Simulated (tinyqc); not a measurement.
# Stability and critical current from long pulses

Question. For long pulses a magnetic tunnel junction switches at I = Ic0 [1 - ln(tp/t0)/Delta]. Find Ic0 and Delta.

Inputs (values chosen for the exercise): attempt time t0 = 1 ns.

switching current for pulses of 0.0001 and 1 s (uA): [30.239391, 26.053526]

Solution. I is linear in ln tp: it equals Ic0 at tp = t0, and the slope is -Ic0/Delta.

Ic0 = 35.47 uA
Delta = 78.05

Program tinyqc, `OMP_NUM_THREADS=1 python tinyqc.py 2450026 2450027 out.jsonl`; Intel Xeon 2.30GHz, shared host, one thread, about 0.01 s.
